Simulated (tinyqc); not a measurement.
Temperature: two-band k.p model of the X valleys of a zinc-blende crystal.

k along the valley axis, counted from X, c = hbar^2/2m0, e = c k^2/ml. H = [[e - D/2, i P k], [-i P k, e + D/2]] with P^2 = D0 c/ml, so E = e -/+ sqrt(D^2/4 + D0 e). For D = 0 (diamond lattice) the bands cross at X.

With x = D/D0: for x < 1 the minima lie at k_m = sqrt(ml D0 (1 - x^2)/(4 c)), the hump at X has the height dE = (D0/4)(1 - x)^2 and the mass at the minimum is ml/(1 - x^2); the mass at X is ml/(1 - 1/x), negative for x < 1. For x > 1 the minimum is at X.

Thermal masses along the axis for one X point, lower band, E from the minimum, on 1601 points from -0.8 to 0.8 1/angstrom: density-of-states mass m_d = c I^2/(pi kT), I = integral of exp(-E/kT) dk; conductivity mass m_c = 2 c kT/<(dE/dk)^2> with central differences.

Constants: hbar^2/2m0 = 3.80998211 eV angstrom^2; kB = 8.617333262e-05 eV/K.

Inputs chosen for the exercise (out of a larger set: of the order of those of cubic SiC; not measured data):
- D = 2.988 eV (splitting of the two conduction levels at X)
- D0 = 1.098 eV (coupling energy)
- ml = 0.408 m0 (mass along the axis from remote bands)

Thermal masses against T.

Results:
```
T (K)  kT (meV)    m_d    m_c
10         0.86  0.645  0.645
20         1.72  0.645  0.645
50         4.31  0.645  0.644
100        8.62  0.644  0.643
300       25.85  0.642  0.640
500       43.09  0.641  0.636
```

Give the missing row, T (K) = 200.

Computed row:
```
T (K)  kT (meV)    m_d    m_c
200       17.23  0.643  0.641
```

m_d goes from 0.645 to 0.641 and m_c goes from 0.645 to 0.636. Both start from the edge mass 0.645 and tend to ml = 0.408 for kT far above D0. 

Computed by tinyqc, a small Python program: `OMP_NUM_THREADS=1 python tinyqc.py 1850140 1850141 out.jsonl` (the numbers bound the seed that draws the inputs); one thread of a shared host (Intel(R) Xeon(R) Processor @ 2.30GHz), about 0.01 s for the whole set of steps.
